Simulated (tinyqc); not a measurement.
X-ray reflectivity of a thin film on silicon: critical angles, Parratt recursion, fringes and roughness. From contrast back to roughness of the interface sigma_2. Computed by tinyqc, a small Python program. Command: `OMP_NUM_THREADS=1 python tinyqc.py 3120039 3120040 out.jsonl xrr inv`. One thread of a shared host (Intel(R) Xeon(R) Processor @ 2.30GHz), about 0.01 s of CPU time with the checks.

n = 1 - delta + i beta; the classical electron radius is r_e = 2.8179403e-6 nm. Layer 0 is vacuum, 1 the film, 2 the substrate.

Inputs (values chosen for the exercise, modelled on ruthenium on silicon, copper K-alpha radiation):
```
quantity,value,unit
wavelength lambda,0.15406,nm
film density rho,12.5,g/cm^3
"effective electrons per unit mass, film",0.436,mol/g
"beta/delta, film",0.085,-
film thickness d,52.4,nm
roughness of the surface sigma_1,1.2,nm
substrate density,2.33,g/cm^3
"effective electrons per unit mass, substrate",0.507,mol/g
"beta/delta, substrate",0.023,-
grazing angle theta,1.73,degrees
```

Constants: N_A = 6.02214076e+23 1/mol.

Method:
- delta = r_e lambda^2 rho_e/(2 pi), rho_e = density x electrons per mass x N_A; critical angle sqrt(2 delta), q_c = 4 sqrt(pi r_e rho_e).
- k_j = (2 pi/lambda) sqrt(sin^2 theta - 2 delta_j + 2 i beta_j); r_ij = (k_i - k_j)/(k_i + k_j) x exp(-2 k_i k_j sigma^2) (Nevot-Croce); r = (r_01 + r_12 p)/(1 + r_01 r_12 p), p = exp(2 i k_1 d); R = |r|^2.
- Far above the critical angle the period is d theta = lambda/(2 d), or 2 pi/d in q; the envelope runs between (|r_01| - |r_12 p|)^2 and (|r_01| + |r_12 p|)^2; contrast = 2 a b/(a^2 + b^2) with a = |r_01|, b = |r_12 p|; roughness factors on the amplitudes are about exp(-q^2 sigma^2/2).

Task: A run gave the result below. Find the roughness of the interface sigma_2, known to lie between 0.38 and 0.77 nm.

contrast = 0.1104785

Result:

Each step takes the trial c = (a f_b - b f_a)/(f_b - f_a), f being the result less the target and a, b, c the logarithms of the listed values; c replaces end b, the old b replaces a if the sign of f changed, and otherwise f_a is halved.

Scan of the range:
```
roughness of the interface sigma_2 (nm),contrast
0.380,0.089340
0.427,0.099638
0.481,0.114708
0.541,0.136749
0.608,0.170363
0.684,0.224990
0.770,0.318567
```

False position (Illinois rule, in the logarithm of the input) inside the bracket:
```
step,end a,end b,trial,contrast
1,0.427000,0.481000,0.465192,0.109886
2,0.481000,0.465192,0.467106,0.110451
3,0.481000,0.467106,0.467284,0.110503
4,0.467106,0.467284,0.467200,0.110478
5,0.467284,0.467200,0.467200,0.110478
```

Contrast rises at every point of a 13-point scan of the range (every second point is shown), so one value fits; it is bracketed by 0.427 and 0.481. Answer: roughness of the interface sigma_2 = 0.4672 nm.
